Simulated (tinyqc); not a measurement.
Square on-chip spiral inductor, lumped pi model: one step of the calculation.

Outer diameter do = di + 2 n wd + 2 (n - 1) sp, mean da = (do + di)/2, fill p = (do - di)/(do + di), length l = 4 n da. L = 2.34 mu0 n^2 da/(1 + 2.75 p), mu0 = 4 pi 1e-7 H/m. Rs = rho l/(wd delta (1 - exp(-th/delta))), delta = sqrt(rho/(pi f mu0)). Cs = n wd^2 eps0 eo/hu across the coil. At each end Cox = l wd eps0 eo/(2 ho) leads to the substrate branch Rsi = 2 rs he/(l wd) in parallel with Csi = l wd eps0 11.7/(2 he). With one end grounded Y = 1/(Rs + i w L) + i w Cs + 1/[1/(i w Cox) + 1/(1/Rsi + i w Csi)], w = 2 pi f; Q = -Im Y/Re Y. Eddy currents in neighbouring turns and in the substrate are left out.

Problem. Admittance, quality factor and apparent inductance. Series branch 1/(Rs + i w L), substrate branch, total Y, Q = -Im Y/Re Y, apparent inductance Im(1/Y)/w, metal-only value w L/Rs, share of the loss in the substrate Re(substrate branch)/Re Y.

Parameters, values chosen for the exercise:
```
symbol,value,unit,meaning
f,1.3,GHz,frequency
```

L = 13.983606 nH
Rs = 7.4354334 ohm
Cs = 43.164166 fF
Cox = 151.53705 fF
Rsi = 1043.3785 ohm
Csi = 99.287077 fF

Give: series branch; substrate branch; Y; Q; apparent inductance; w L/Rs; share of the loss in the substrate.

Solution.

series branch = 0.568-8.718i mS
substrate branch = 0.2870+0.6242i mS
Y = 0.855-7.741i mS
Q = 9.059
apparent inductance = 15.62 nH
w L/Rs = 15.36
share of the loss in the substrate = 33.59 %

Q is 59.0 % of the metal-only value.

tinyqc, about 0.01 s, one thread, Intel Xeon 2.30GHz (shared host): `OMP_NUM_THREADS=1 python tinyqc.py 2302083 2302084 out.jsonl`
